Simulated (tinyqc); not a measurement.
Hall effect and magnetoresistance of several carrier groups with constant relaxation times: one step, computed by the program tinyqc.

Group 1 has charge -e and group 2 charge +e; s_i is that sign. B lies along z; mu B is formed with mu in m^2/(V s).

Task: Back from four measured limits to the two groups. With z_i = s_i mu_i and w_i = s_i n_i the moments M_k = w1 z1^k + w2 z2^k are M_(-1) = (1 + MR_sat) M_0^2/M_1, M_0 = 1/(e R_strong), M_1 = sigma(0)/e, M_2 = R_weak sigma(0)^2/e. The z_i are the roots of z^2 + p z + q with M_2 + p M_1 + q M_0 = 0 and M_1 + p M_0 + q M_(-1) = 0; then w follows from M_0 and M_1. Group 1 is the faster.

Carriers: electrons and holes. Densities: per volume.

R_H at strong field = -2.261416 cm^3/C

sigma at B = 0 = 1015.139 S/cm

R_H at weak field = -1.792559 cm^3/C

saturation MR = 39.02241 %

Constants: e = 1.602176634e-19 C.

Give: p and q; signed mobilities s_i mu_i; densities.

Result:

p and q: [600.0, -2.80e+06]

signed mobilities s_i mu_i (cm^2/(V s)): [-2000, 1400]

densities (1/cm^3): [3.00e+18, 2.400e+17]
